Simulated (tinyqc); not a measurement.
Four-point probe, van der Pauw, Hall and spreading-resistance readings of a semiconductor layer. Changing the layer thickness t. Computed by tinyqc, a small Python program. Command: `OMP_NUM_THREADS=1 python tinyqc.py 3112635 3112636 out.jsonl probe sweep`. One thread of a shared host (Intel(R) Xeon(R) Processor @ 2.30GHz), about 0.02 s of CPU time with the checks.

The layer is uniform and ohmic; contacts are points unless a radius is given.

Inputs (values chosen for the exercise, modelled on p-type silicon): carrier density n = 1e+19 1/cm^3; drift mobility mu = 56.4 cm^2/(V s); probe spacing s = 1 mm; current I = 1 mA.

Backing of the layer: conducting.

Constants: e = 1.602176634e-19 C.

Method:
- rho = 1/(e n mu); R_s = rho/t.
- Collinear probes with equal spacing on a layer with conducting backing: images at depth 2 m t give V = (rho I/(2 pi s)) G, G = 1 + 4 sum_(m>=1) (-1)^m [1/sqrt(1 + (2 m u)^2) - 1/sqrt(4 + (2 m u)^2)], u = t/s; the sum runs to m = 20000, with the last term halved.
- Limits: thick, rho = 2 pi s V/I; thin on an insulator, rho = (pi/ln 2) t V/I.

One run for each value:
```
layer thickness t (micrometre)  voltage V (mV)       G  rho by the thick formula (ohm cm)  rho by the thin formula (ohm cm)
260                                    0.00032  0.0183                            0.00020                         3.792e-05
490                                    0.00383  0.2175                            0.00241                         8.507e-04
920                                    0.01115  0.6333                            0.00701                         4.651e-03
1700                                   0.01584  0.8991                            0.00995                         1.220e-02
6000                                   0.01756  0.9970                            0.01103                         4.775e-02
```

Give the missing row, layer thickness t (micrometre) = 3200.

Computed row:
```
layer thickness t (micrometre)  voltage V (mV)       G  rho by the thick formula (ohm cm)  rho by the thin formula (ohm cm)
3200                                   0.01728  0.9812                            0.01086                         2.507e-02
```

Interpolating between the two neighbouring rows (the first column on a logarithmic scale, the others too where they are positive) misses by up to 3.5 %. Over the rows, voltage V (mV) rises from 3.22e-4 to 0.0176 (exponent d ln y / d ln x 3.9 between the first rows and 0.025 between the last); G rises from 0.0183 to 0.997 (exponent d ln y / d ln x 3.9 between the first rows and 0.025 between the last); rho by the thick formula (ohm cm) rises from 2.02e-4 to 0.0110 (exponent d ln y / d ln x 3.9 between the first rows and 0.025 between the last).  Left out: 40.0, 75.0, 140 (the backing shorts the probes).
